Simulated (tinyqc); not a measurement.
MOS capacitor on a p-type substrate, surface potential from the exact charge relation: effect of the temperature on threshold and swing.

Uniform p-type substrate, Boltzmann statistics, full ionisation, classical densities. psi is the surface potential against the body (positive when the bands bend down) and u = psi/Vt. Traps are spread evenly over the gap and neutral at flat band, so their charge is -q Dit psi; the minority quasi-Fermi level is shifted by Vb.

Nc and Nv are given at 300 K and scale as (T/300 K)^1.5; Eg is held fixed. ni = sqrt(Nc Nv) exp(-Eg/(2 Vt)), Eg in volts; phiF = Vt ln(N/ni); Cox = eps0 eox/tox; Vfb = phiM - chi - (Eg - Vt ln(Nv/N)) - q Nf/Cox; VT = Vfb + [(2 phiF + Vb)(1 + q Dit/Cox) + sqrt(2 eps0 eps_r q N (2 phiF + Vb))/Cox]. gamma = sqrt(2 eps0 eps_r q N)/Cox; Wm = sqrt(2 eps0 eps_r (2 phiF + Vb)/(q N)); m = 1 + (eps0 eps_r/Wm + q Dit)/Cox; swing m Vt ln 10; Cmin/Cox = 1/(1 + Cox Wm/(eps0 eps_r)).

Parameters, values chosen for the exercise; band and dielectric values close to those of germanium: band gap Eg = 0.655 eV; relative permittivity eps_r = 16; conduction-band density of states at the reference temperature Nc = 1.04e19 cm^-3; valence-band density of states at the reference temperature Nv = 5.98e18 cm^-3; electron affinity chi = 3.92 eV; acceptor density of the substrate N = 1.5e17 cm^-3; relative permittivity of the gate insulator (close to aluminium oxide) eox = 8.93; insulator thickness tox = 39 nm; gate work function phiM = 4.1 eV; fixed charge at the interface, in units of q Nf = -1.2e11 cm^-2; density of interface traps Dit = 0 cm^-2 eV^-1; reverse bias of the inversion layer against the body Vb = 0 V.

Constants: q = 1.602176634e-19 C, kB = 1.380649e-23 J/K, Vt = kB T/q, eps0 = 8.8541878128e-14 F/cm where lengths are in cm. Results are converted to the units shown.

The same in every row: gamma (V^0.5) = 1.2871.

Effect of the temperature on threshold and swing:
```
T (K)	Vfb (V)	2 phiF (V)	VT (V)	Wm (nm)	m	swing (mV/decade)	Cmin/Cox
200	-0.32713	0.53939	1.1575	79.744	1.8763	74.458	0.46703
240	-0.31087	0.50495	1.1087	77.157	1.9056	90.749	0.47524
280	-0.29374	0.46879	1.0563	74.342	1.9399	107.78	0.48452
320	-0.27587	0.43114	1.0004	71.295	1.9801	125.73	0.49498
360	-0.25735	0.39220	0.94090	67.999	2.0276	144.84	0.50681
```

What does the table show?

As T goes from 200 to 360, VT falls from 1.16 to 0.941 V, the swing rises from 74.5 to 145 mV/decade and Cmin/Cox rises from 0.467 to 0.507. Of the change of VT by -0.217 V, 0.0698 V comes from Vfb and -0.286 V from the band bending and the charge it takes. VT changes by -1.35 mV/K on average.

Numbers from tinyqc (`OMP_NUM_THREADS=1 python tinyqc.py 2060118 2060119 out.jsonl`; about 0.01 s on one thread of a shared Intel Xeon 2.30GHz).
